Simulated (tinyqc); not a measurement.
Atomic layer deposition: Langmuir saturation, growth per cycle and coating of deep features: one step, computed by the program tinyqc. Command: `OMP_NUM_THREADS=1 python tinyqc.py 3013613 3013614 out.jsonl ald walk`. One thread of a shared host (Intel(R) Xeon(R) Processor @ 2.30GHz), about 0.02 s of CPU time with the checks.

Precursor A sticks only on free sites, so a long enough pulse saturates; co-reactant B then frees the sites again.

Question. The first four cycles. One cycle from coverage th0: pulse A gives th1 = th_s + (th0 - th_s) exp(-(k_a + k_d) t), th_s = k_a/(k_a + k_d); the purge leaves th2 = th1 exp(-k_d t_p); pulse B converts c_B th2 into film and leaves th3 = (1 - c_B) th2. Growth = G c_B th2. Start from th0 = 0.

Inputs (values chosen for the exercise, modelled on titanium nitride from the chloride and ammonia): growth per cycle at saturation G = 0.38 angstrom; temperature T = 175 C; pulse time t = 0.093 s; co-reactant completion per pulse c_B = 0.999; purge time t_p = 5.3 s.

k_a = 26.73684 1/s

k_d = 0.04031376 1/s

Give: Cycles.

Answer.

Cycles:
```
cycle        th0     th1     th2        th3  growth (angstrom)
1              0  0.9157  0.7396  7.396e-04             0.2808
2      7.396e-04  0.9158  0.7396  7.396e-04             0.2808
3      7.396e-04  0.9158  0.7396  7.396e-04             0.2808
4      7.396e-04  0.9158  0.7396  7.396e-04             0.2808
```
